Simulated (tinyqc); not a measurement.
Resistance of a source-drain extension with a graded tip: one step of the calculation.

y runs along the channel, the gate covers y > 0. The doping is N0 for y < y0 and N0 10^(-(y - y0)/la) beyond, uniform over the depth xj. Sheet conductance s(y) = q mu(N) max(N - Nch, 0) xj + (for y > 0) ma Cox Vo, with mu(N) = u0 + (u1 - u0)/(1 + (N/Nr)^au) and Cox = eps0 eox/tox. Current is taken as one-dimensional; depletion of the tip, spreading and the contact are left out. The metallurgical junction lies at yj, where N = Nch.

Task. Sheet resistances and junction position. yj = y0 + la log10(N0/Nch); sheet resistance of the full extension 1/[q mu(N0)(N0 - Nch) xj] and of the gate-induced layer 1/(ma Cox Vo); metallurgical length Lg - 2 yj; ye is where the doped and the gate-induced conductances are equal.

Values chosen for this exercise; mobility law close to that of holes in silicon:
- eox = 7.4 (relative permittivity of the gate insulator (close to silicon nitride))
- tox = 2.1 nm (insulator thickness)
- N0 = 7.5e19 cm^-3 (active doping of the extension far from the gate)
- la = 4.7 nm/decade (lateral abruptness)
- y0 = 4.7 nm (position under the gate where the fall begins (gate edge at 0))
- xj = 22 nm (depth of the extension)
- Nch = 5.5e17 cm^-3 (channel doping)
- Vo = 0.9 V (gate overdrive)
- ma = 48 cm^2/(V s) (mobility of the gate-induced layer)
- u1 = 470.5 cm^2/(V s) (mobility at low doping)
- u0 = 44.9 cm^2/(V s) (mobility at high doping)
- Nr = 2.23e17 cm^-3 (reference doping)
- au = 0.719 (exponent)
- Lg = 60 nm (gate length)

Constants: q = 1.602176634e-19 C, eps0 = 8.8541878128e-14 F/cm where lengths are in cm. Results are converted to the units shown.

Find: yj; sheet resistance of the extension; sheet resistance of the induced layer; metallurgical length; ye; N at ye.

Result.

yj = 14.73 nm
sheet resistance of the extension = 742.9 ohm/square
sheet resistance of the induced layer = 7419 ohm/square
metallurgical length = 30.53 nm
ye = 10.23 nm
N at ye = 4.996e18 cm^-3

The gate takes over 4.50 nm before the junction, where N is still 9.08 times the channel doping.

tinyqc, about 0.03 s, one thread, Intel Xeon 2.30GHz (shared host): `OMP_NUM_THREADS=1 python tinyqc.py 2282217 2282218 out.jsonl`
